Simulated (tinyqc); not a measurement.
Trap depth and cross-section from two peaks.

Inverse problem. A DLTS peak lies where ew = sn g T^2 exp(-Et/kB T), g = vth Nc/(300 K)^2. Find Et and sn.

Parameters, values chosen for the exercise: conduction-band density of states at 300 K Nc = 2.77e19 cm^-3; thermal velocity at 300 K vth = 2.3e7 cm/s.

Constants: q = 1.602176634e-19 C, kB = 1.380649e-23 J/K. Results are converted to the units shown.

peak temperatures for ew = 20 and 1000 1/s (K): 141.48431  173.72981

Solution. The slope of ln(ew/T^2) against q/kB T is -Et, and the intercept is ln(sn g).

Et = 0.230 eV
sn = 2.20e-17 cm^2

Program tinyqc, `OMP_NUM_THREADS=1 python tinyqc.py 2050006 2050007 out.jsonl`; Intel Xeon 2.30GHz, shared host, one thread, about 0.01 s.
